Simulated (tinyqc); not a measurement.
Three-phonon processes in a diatomic chain: dispersion, energy and momentum conservation, and decay channels of optical phonons: one step, computed by the program tinyqc. Command: `OMP_NUM_THREADS=1 python tinyqc.py 3121228 3121229 out.jsonl threeph walk`. One thread of a shared host (Intel(R) Xeon(R) Processor @ 2.30GHz), about 0.04 s of CPU time with the checks.

Cell length a, two atoms, one spring constant. x = q a/pi runs from -1 to 1; A and O are the acoustic and optical branches. Matrix elements are not computed: only conservation laws and occupation factors are followed.

Problem. Band edges. omega^2 = k (1/m + 1/M) -/+ k sqrt((1/m + 1/M)^2 - 4 sin^2(pi x/2)/(m M)); nu = 15.6333042 THz x sqrt(omega^2) for eV/(angstrom^2 u). Acoustic top sqrt(2 k/M), optical bottom sqrt(2 k/m), optical top sqrt(2 k (1/m + 1/M)).

Inputs (values chosen for the exercise, for a model chain): light mass m = 31 u; heavy mass M = 39.4 u; spring constant k = 8.4 eV/angstrom^2.

Constants: nu for 1 eV/(angstrom^2 u) = 15.6333042 THz.

Give: acoustic top; optical bottom; optical top; optical top over twice the acoustic top; optical bottom over twice the acoustic top; optical width over acoustic top.

Solution.

acoustic top = 10.208 THz

optical bottom = 11.509 THz

optical top = 15.384 THz

optical top over twice the acoustic top = 0.75349

optical bottom over twice the acoustic top = 0.56369

optical width over acoustic top = 0.37960

The zone-centre optical phonon can decay into two acoustic ones: this needs M/m <= 3.
